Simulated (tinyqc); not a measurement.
Efficiency against current: defect, radiative and Auger recombination at equal electron and hole densities (ABC model).

J/(e d) = Ae n + B n^2 + C n^3 with Ae = A + 4 S/w (four side walls, carriers spread evenly), e = 1.602176634e-19 C, lengths in cm; internal efficiency IQE = B n^2/(Ae n + B n^2 + C n^3); all injected carriers recombine in the layer.

Inputs chosen for the exercise (orders of magnitude like those quoted for GaN; the results hold for these values, not for the real material):
```
symbol  value     unit        meaning
A       28000000  1/s         defect rate
B       2e-12     cm^3/s      radiative coefficient
C       2.7e-31   cm^6/s      Auger coefficient
S       0         cm/s        recombination velocity of the side walls
w       35        micrometre  side of the square mesa
d       2         nm          active thickness
```

The slope is d ln(B n^2)/d ln J = 2 (Ae + B n + C n^2)/(Ae + 2 B n + 3 C n^2).

Results:
```
J (A/cm^2)  n (1/cm^3)      IQE  slope  differential lifetime (ns)
0.020         2.23e+16  0.00159  1.997                        35.6
0.10          1.11e+17  0.00783  1.984                        35.1
0.40          4.32e+17   0.0299  1.935                        33.5
1.0           1.03e+18   0.0678  1.841                        30.3
6.0           4.44e+18    0.210  1.368                        16.2
20            9.10e+18    0.265  1.043                        7.60
1.0e+02       1.90e+19    0.232  0.824                        2.51
4.0e+02       3.27e+19    0.171  0.746                       0.976
1.0e+03       4.57e+19    0.134  0.718                       0.526
6.0e+03       8.57e+19   0.0785  0.691                       0.158
```

What does the comparison show?

IQE peaks at 0.267 for J = 24.9 A/cm^2, where the slope passes 1. It is 0.00159 at the lowest current and 0.0785 at the highest, a droop of 71 %. The slope runs from 2.00 to 0.69; its limits are 2 (defects alone), 1 (radiation alone) and 2/3 (Auger alone).

tinyqc: `OMP_NUM_THREADS=1 python tinyqc.py 1682618 1682619 out.jsonl`; about 0.01 s, one thread, shared Intel(R) Xeon(R) Processor @ 2.30GHz.
